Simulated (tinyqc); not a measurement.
Capacitance of parallel on-chip lines from Laplace's equation on a mesh: two steps of the calculation.

Cross-section of an endless row of equal lines between two grounded planes; neighbours are driven in antiphase (+1 V and -1 V), so the plane midway between two lines is at 0 V. By symmetry one quarter is solved: x runs from the centre of a line (column 0, mirror) to that midplane (column 4, 0 V), y from the mid-height of the line (row 0, mirror) to the ground plane (row 4, 0 V). The line fills columns 0 to 2 and rows 0 to 1 at 1 V. Cells beside the line (below row 1) have e2, cells above have e1. Each link between nodes has the conductance g = mean permittivity of the two cells beside it (a cell beyond a mirror counts as 0), and the free nodes obey sum g (V_neighbour - V) = 0.

Parameters, values chosen for the exercise:
- e1 = 4.2 (relative permittivity above and below the lines)
- e2 = 7 (relative permittivity between the lines)
- om = 1.4 (over-relaxation factor)

Question 1. Link conductances. gx[j, i] joins node (row j, column i) to column i + 1, gy[j, i] to row j + 1.

Find: gx; gy.

Answer 1.

gx:

|  | col 0 | col 1 | col 2 | col 3 |
|---|---|---|---|---|
| row 0 | 3.5000 | 3.5000 | 3.5000 | 3.5000 |
| row 1 | 5.6000 | 5.6000 | 5.6000 | 5.6000 |
| row 2 | 4.2000 | 4.2000 | 4.2000 | 4.2000 |
| row 3 | 4.2000 | 4.2000 | 4.2000 | 4.2000 |
| row 4 | 2.1000 | 2.1000 | 2.1000 | 2.1000 |

gy:

|  | col 0 | col 1 | col 2 | col 3 | col 4 |
|---|---|---|---|---|---|
| row 0 | 3.5000 | 7.0000 | 7.0000 | 7.0000 | 3.5000 |
| row 1 | 2.1000 | 4.2000 | 4.2000 | 4.2000 | 2.1000 |
| row 2 | 2.1000 | 4.2000 | 4.2000 | 4.2000 | 2.1000 |
| row 3 | 2.1000 | 4.2000 | 4.2000 | 4.2000 | 2.1000 |

Question 2. Relaxation sweep. One sweep visits the free nodes row by row from row 0, left to right, and replaces V by V + om (weighted mean of the neighbours - V), using new values at once.

V after sweep 1 (V):

|  | col 0 | col 1 | col 2 | col 3 | col 4 |
|---|---|---|---|---|---|
| row 0 | 1.0000000 | 1.0000000 | 1.0000000 | 0.3500000 | 0.0000000 |
| row 1 | 1.0000000 | 1.0000000 | 1.0000000 | 0.5031250 | 0.0000000 |
| row 2 | 0.3500000 | 0.4725000 | 0.5153750 | 0.3564750 | 0.0000000 |
| row 3 | 0.1225000 | 0.2082500 | 0.2532687 | 0.2134103 | 0.0000000 |
| row 4 | 0.0000000 | 0.0000000 | 0.0000000 | 0.0000000 | 0.0000000 |

gx:

|  | col 0 | col 1 | col 2 | col 3 |
|---|---|---|---|---|
| row 0 | 3.5 | 3.5 | 3.5 | 3.5 |
| row 1 | 5.6 | 5.6 | 5.6 | 5.6 |
| row 2 | 4.2 | 4.2 | 4.2 | 4.2 |
| row 3 | 4.2 | 4.2 | 4.2 | 4.2 |
| row 4 | 2.1 | 2.1 | 2.1 | 2.1 |

gy:

|  | col 0 | col 1 | col 2 | col 3 | col 4 |
|---|---|---|---|---|---|
| row 0 | 3.5 | 7 | 7 | 7 | 3.5 |
| row 1 | 2.1 | 4.2 | 4.2 | 4.2 | 2.1 |
| row 2 | 2.1 | 4.2 | 4.2 | 4.2 | 2.1 |
| row 3 | 2.1 | 4.2 | 4.2 | 4.2 | 2.1 |

Find: V after sweep 2.

Answer 2.

V after sweep 2 (V):

|  | col 0 | col 1 | col 2 | col 3 | col 4 |
|---|---|---|---|---|---|
| row 0 | 1.000 | 1.000 | 1.000 | 0.562 | 0.000 |
| row 1 | 1.000 | 1.000 | 1.000 | 0.488 | 0.000 |
| row 2 | 0.584 | 0.619 | 0.574 | 0.304 | 0.000 |
| row 3 | 0.301 | 0.327 | 0.289 | 0.122 | 0.000 |
| row 4 | 0.000 | 0.000 | 0.000 | 0.000 | 0.000 |

Program tinyqc, `OMP_NUM_THREADS=1 python tinyqc.py 2790175 2790176 out.jsonl`; Intel Xeon 2.30GHz, shared host, one thread, about 0.6 s.
